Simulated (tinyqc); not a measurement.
Inside a calculation. Model: all-pass ring resonator.

Numbers from tinyqc (`OMP_NUM_THREADS=1 python tinyqc.py 2650034 2650035 out.jsonl`; about 0.01 s on one thread of a shared Intel Xeon 2.30GHz). Printed values are rounded.

A ring of length L = 2 pi Rr coupled to one bus waveguide: round-trip amplitude a = 10^(-al L/20), self-coupling t = sqrt(1 - k2). At detuning d from the resonance the round-trip phase is p = 2 pi d/FSR and the transmission T = (a^2 - 2 a t cos p + t^2)/(1 - 2 a t cos p + a^2 t^2). Lossless coupler, linear absorption only.

Inputs (values chosen for the exercise); values close to those of silicon waveguides:
```
symbol,value,unit,meaning
lam,1550,nm,cold resonance wavelength
Rr,15,um,ring radius
ng,4.18,,group index
al,10,dB/cm,propagation loss
k2,0.032,,power coupling
dT,0.00019,1/K,thermo-optic change of the effective index
Rt,7.4,K/mW,thermal resistance
fa,0.51,,share of the loss that heats the ring
Pin,0.14,mW,input power
dl,16,pm,laser detuning from the cold resonance
```

Constants: c = 299792458 m/s. Results are converted to the units shown.

## Resonance parameters

FSR = lam^2/(ng L), finesse F = pi sqrt(a t)/(1 - a t), FWHM = FSR/F, Q = lam/FWHM, Tmin = (a - t)^2/(1 - a t)^2, power build-up k2 a^2/(1 - a t)^2, optical bandwidth c/(lam Q).

a = 0.989208
t = 0.983870
FSR = 6.09840 nm
F = 115.870
FWHM = 52.6315 pm
Q = 29450.1
Tmin = -13.9982 dB
build-up = 43.7665
bandwidth = 6.56754 GHz

The ring is overcoupled; critical coupling needs k2 = 1 - a^2 = 0.0215.

## Iteration 1: thermal shift of the resonance

s at the start = 0 pm

T is the transmission at d = dl - s, p = 2 pi d/FSR; out = (lam dT/ng) Rt fa (1 - T) Pin; s(new) = s + 0.5 (out - s).

d = 16 pm
T = 0.298969
out = 26.0961 pm
s after iteration 1 = 13.0481 pm

## Iteration 2: thermal shift of the resonance

As before.

d = 2.95193 pm
T = 0.0517593
out = 35.2986 pm
s after iteration 2 = 24.1733 pm

## Course of the iteration: thermal shift of the resonance

Stop when s changes by less than 1e-7 pm, or after 200 iterations.

Course of the iteration:
```
iteration,s (pm),|change| (pm)
1,13.0481,13.0
2,24.1733,11.1
3,28.3858,4.21
4,28.8234,0.438
5,28.8538,0.0305
6,28.8559,2.06e-3
7,28.8560,1.39e-4
8,28.8560,9.41e-6
9,28.8560,6.35e-7
10,28.8560,4.29e-8
```

Converged in 10 iterations. At the end each change is about 0.068 times the one before: linear convergence. The equation has 1 root(s).
